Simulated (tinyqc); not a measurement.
Finite-difference solution of the diffusion equation on a small grid: one step, computed by the program tinyqc. Command: `OMP_NUM_THREADS=1 python tinyqc.py 3000128 3000129 out.jsonl fdiff walk`. One thread of a shared host (Intel(R) Xeon(R) Processor @ 2.30GHz), about 0.01 s of CPU time with the checks.

dC/dt = D d2C/dx2 on nodes x_j = j dx, j = 0..8; the far end is sealed.

Problem. Time step 1. With r = D dt/dx^2: (1 - theta r M) C(new) = (1 + (1 - theta) r M) C(old); theta = 0 explicit, 1 implicit, 1/2 Crank-Nicolson.

Boundary at x = 0: fixed surface value. Scheme: explicit.

operator M:
```
   0   1   2   3   4   5   6   7
0  0   0   0   0   0   0   0   0
1  1  -2   1   0   0   0   0   0
2  0   1  -2   1   0   0   0   0
3  0   0   1  -2   1   0   0   0
4  0   0   0   1  -2   1   0   0
5  0   0   0   0   1  -2   1   0
6  0   0   0   0   0   1  -2   1
7  0   0   0   0   0   0   1  -2
8  0   0   0   0   0   0   0   2

    8
0   0
1   0
2   0
3   0
4   0
5   0
6   0
7   1
8  -2
```

mesh ratio r = 0.3608

C at the start (%): 21  0  0  0  0  0  0  0  0

Give: C after step 1.

Solution.

C after step 1 (%): 21.0000  7.5768  0.0000  0.0000  0.0000  0.0000  0.0000  0.0000  0.0000
